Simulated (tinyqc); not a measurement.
From results back to parameters: nanosheet or nanowire with hard walls, valleys of the Si type. Five cases, with inputs chosen for the exercise.

Problem. In a hard-walled rectangle E(n, l) = c pi^2 (n^2/(m_y W^2) + l^2/(m_z H^2)), c = hbar^2/2m0. Two levels were computed from hidden W and H.

Constants: hbar^2/2m0 = 3.80998211 eV angstrom^2.

Find: width term; height term; W; H.

Method. The difference of the two levels is three times the width term; the rest of E(1, 1) is the height term.

Case 1.

Values chosen (out of a larger set: near those of Si; not measured data): m_y = 0.192 m0 (mass across the width); m_z = 0.929 m0 (mass along the height).

E(1, 1) = 0.035681 eV
E(2, 1) = 0.058632 eV

Solution.

width term = 7.65 meV
height term = 28.03 meV
W = 160.0 angstrom
H = 38.0 angstrom

Case 2.

Values chosen (out of a larger set: near those of Si; not measured data): m_y = 0.187 m0 (mass across the width); m_z = 0.898 m0 (mass along the height).

E(1, 1) = 0.054382 eV
E(2, 1) = 0.077947 eV

Solution.

width term = 7.85 meV
height term = 46.53 meV
W = 160.0 angstrom
H = 30.0 angstrom

Case 3.

Values chosen (out of a larger set: near those of Si; not measured data): m_y = 0.193 m0 (mass across the width); m_z = 0.899 m0 (mass along the height).

E(1, 1) = 0.150738 eV
E(2, 1) = 0.516052 eV

Solution.

width term = 121.77 meV
height term = 28.97 meV
W = 40.0 angstrom
H = 38.0 angstrom

Case 4.

Values chosen (out of a larger set: near those of Si; not measured data): m_y = 0.188 m0 (mass across the width); m_z = 0.92 m0 (mass along the height).

E(1, 1) = 0.018958 eV
E(2, 1) = 0.043934 eV

Solution.

width term = 8.33 meV
height term = 10.63 meV
W = 155.0 angstrom
H = 62.0 angstrom

Case 5.

Values chosen (out of a larger set: near those of Si; not measured data): m_y = 0.187 m0 (mass across the width); m_z = 0.913 m0 (mass along the height).

E(1, 1) = 0.055162 eV
E(2, 1) = 0.178276 eV

Solution.

width term = 41.04 meV
height term = 14.12 meV
W = 70.0 angstrom
H = 54.0 angstrom

Computed by tinyqc, one run a case: `OMP_NUM_THREADS=1 python tinyqc.py N N+1 out.jsonl` with N = 1280670, 1280739, 1280802, 1280876, 1280893; one thread of a shared Intel(R) Xeon(R) Processor @ 2.30GHz, about 0.04 s a run at most.
